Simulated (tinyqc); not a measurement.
Reverse leakage of an n+-p junction: diffusion, generation, trap-assisted and band-to-band tunnelling: one step of the calculation.

One-sided abrupt junction in the depletion approximation, x from the junction (0) to W on the p side, field F = F0 (1 - x/W). Flat quasi-Fermi levels, long p side. Traps generate through SRH with both lifetimes shortened by 1 + Gamma (Hurkx enhancement, form for moderate fields); band-to-band generation is local and needs a total bending above Eg.

Task. Current components. u = (Vbi + VR)(1 - x/W)^2, p = Na exp(-u/Vt), n = Nd exp((u - Vbi - VR)/Vt); G0 = ni^2 (1 - exp(-VR/Vt))/(tau (n + p + 2 ni cosh(Et/Vt))); Gamma = 2 sqrt(3 pi)(F/FG) exp((F/FG)^2); trap-assisted part G0 Gamma; G_bb = Ab F^2.5 exp(-Bb/F) with F in V/cm, zero unless Vbi + VR > Eg. 13 equal steps.

Each current is q times the trapezoid sum of its rate; J adds J_diff; J_bb under 1e-8 of the sum is given as 0.

Constants: q = 1.602176634e-19 C. Results are converted to the units shown.

x, point 0 to 13 (nm): [0.00000, 22.93324, 45.86647, 68.79971, 91.73295, 114.66619, 137.59942, 160.53266, 183.46590, 206.39913, 229.33237, 252.26561, 275.19885, 298.13208]
G0, point 0 to 13 (cm^-3 s^-1): [3.1498654e12, 2.2218963e18, 3.8071944e18, 3.8071995e18, 3.8071995e18, 3.8071995e18, 3.8071994e18, 3.8071679e18, 3.7898935e18, 2.1175100e18, 8.4105359e16, 4.8773465e15, 8.7331262e14, 4.9210326e14]
G0 Gamma, point 0 to 13 (cm^-3 s^-1): [3.2353225e13, 1.9005649e19, 2.7154837e19, 2.2641399e19, 1.8843878e19, 1.5617757e19, 1.2847066e19, 1.0437758e19, 8.2752463e18, 3.5643122e18, 1.0316156e17, 3.9070205e15, 3.4549142e14, 0]
G_bb, point 0 to 13 (cm^-3 s^-1): [3.4469826e13, 1.2113113e12, 2.3599907e10, 2.1398321e8, 7.0151559e5, 569.79709, ~0, ~0, ~0, ~0, ~0, ~0, ~0, 0]
J_diff = 1.1695913e-7 A/cm^2

Find: J_SRH; J_TAT; J_bb; J.

Result.

J_SRH = 1.141e-5 A/cm^2
J_TAT = 5.089e-5 A/cm^2
J_bb = 6.786e-12 A/cm^2
J = 6.242e-5 A/cm^2

Range of the model: The n+ side is degenerate, so Vbi from Boltzmann statistics is only a guide.

Numbers from tinyqc (`OMP_NUM_THREADS=1 python tinyqc.py 2290026 2290027 out.jsonl`; about 0.01 s on one thread of a shared Intel Xeon 2.30GHz).

~0 in a residual or rate marks an entry under 1e-11 of the largest of its column.
